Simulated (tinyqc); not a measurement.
From one set of inputs to another, one input at a time: Keating valence-force model of a tetrahedral crystal. Computed by tinyqc, a small Python program. Command: `OMP_NUM_THREADS=1 python tinyqc.py 3021772 3021773 out.jsonl keating ladder`. One thread of a shared host (Intel(R) Xeon(R) Processor @ 2.30GHz), about 0.07 s of CPU time with the checks.

Atom A sits at 0 and atom B at a/4 (1,1,1) of an fcc lattice; the four bonds from A are t = a/4 (1,1,1), a/4 (1,-1,-1), a/4 (-1,1,-1), a/4 (-1,-1,1), of length d = sqrt(3) a/4. Energy: E = (3 alpha/(8 d^2)) sum over bonds (r.r - d^2)^2 + (3 beta/(8 d^2)) sum over pairs of bonds at one atom (r_i.r_j + d^2/3)^2, with beta_A for the six pairs at A and beta_B for the six at B. The cell holds two atoms, Omega = a^3/4. 1 N/m = 1 J/m^2. With constants fitted to the elastic moduli this model puts optical and zone-boundary frequencies of real crystals too high, by up to about 20 % in elemental crystals and up to about 50 % in compounds, and mostly by more for TA modes; in compounds the lattice part of the static dielectric constant then comes out too low.

The inputs printed are set A. Set A is modelled on indium phosphide; the values taken over come from a set modelled on cadmium telluride. Inputs not listed in the table keep their values of set A, so the rows need not describe a real material.

Inputs (values chosen for the exercise, modelled on indium phosphide): lattice constant a = 5.869 angstrom; mass M_A = 114.82 u; mass M_B = 30.97 u; bond stretching alpha = 43 N/m; bond bending beta_A = 6.14 N/m; bond bending beta_B = 7.67 N/m; mesh divisions n = 4; temperature T = 900 K.

Structure: zinc blende.

Constants: nu for 1 eV/(angstrom^2 u) = 15.6333042 THz; 1 eV/angstrom^2 = 16.02176634 J/m^2; h x 1 THz = 4.135667696 meV; k_B = 8.617333262e-05 eV/K.

Method:
- beta = (beta_A + beta_B)/2; C11 = (alpha + 3 beta)/a, C12 = (alpha - beta)/a, C44 = 4 alpha beta/(a (alpha + beta)); with the two sublattices clamped C44(0) = (alpha + beta)/a; internal-strain parameter zeta = (alpha - beta)/(alpha + beta); B = (C11 + 2 C12)/3.
- With displacements u exp(i q.r), each bracket changes by g.u, where g = (g_A, g_B): bond t, g = (-2 t, 2 t exp(i q.t)); pair (i, j) at A, g = (-(t_i + t_j), t_i exp(i q.t_j) + t_j exp(i q.t_i)); pair at B, g = (-t_i exp(-i q.t_j) - t_j exp(-i q.t_i), t_i + t_j). Then D_mn = sum over the 4 bonds and 12 pairs of (4 k/a^2) conj(g_m) g_n / sqrt(M_m M_n), with k = alpha or beta converted to eV/angstrom^2. Only the short-range forces enter; the Coulomb field of the charges is left out.
- An eigenvalue lambda of D in eV/(angstrom^2 u) gives nu = 15.6333042 THz x sqrt(lambda).
- Mesh: q = sum_i (m_i + 1/2)/n b_i, m_i = 0..n-1, with b = [[-1, 1, 1], [1, -1, 1], [1, 1, -1]] in 2 pi/a; sums over the six modes are averaged over the n^3 points and halved, per atom.
- With x = h nu/(k_B T) and n = 1/(exp(x) - 1) for each mode: F = k_B T [x/2 + ln(1 - exp(-x))], U = k_B T x (n + 1/2), S/k_B = x n - ln(1 - exp(-x)), C/k_B = x^2 n (n + 1).
- The acoustic share counts the three lowest modes at each q; zero-point energy = sum h nu/2.

Each row keeps all changes above it:
```
input moved                      from      to  C44 (GPa)  internal-strain parameter zeta  entropy S (k_B/atom)
set A                               -       -      40.55                          0.7233                 6.498
lattice constant a (angstrom)   5.869    6.48      36.73                          0.7233                 6.498
mass M_B (u)                    30.97   127.6      36.73                          0.7233                 7.547
bond bending beta_A (N/m)        6.14    2.48      28.02                          0.7889                 7.734
bond stretching alpha (N/m)        43    28.1      26.53                          0.6940                 8.110
mass M_A (u)                   114.82  112.41      26.53                          0.6940                 8.095
```

Where does the difference come from?

C44 goes from 40.5 to 26.5, a factor 0.654 in all. The largest single move comes from bond bending beta_A (a factor 0.763). Internal-strain parameter zeta goes from 0.723 to 0.694, a factor 0.960 in all. The largest single move comes from bond stretching alpha (a factor 0.880), and bond bending beta_A works against it (a factor 1.09). Entropy S goes from 6.50 to 8.09, a factor 1.25 in all. The largest single move comes from mass M_B (a factor 1.16). The single moves hold for this order of the switches; the total does not depend on the order.

Extremes, crossings and ranges named in words are read from the listed rows.
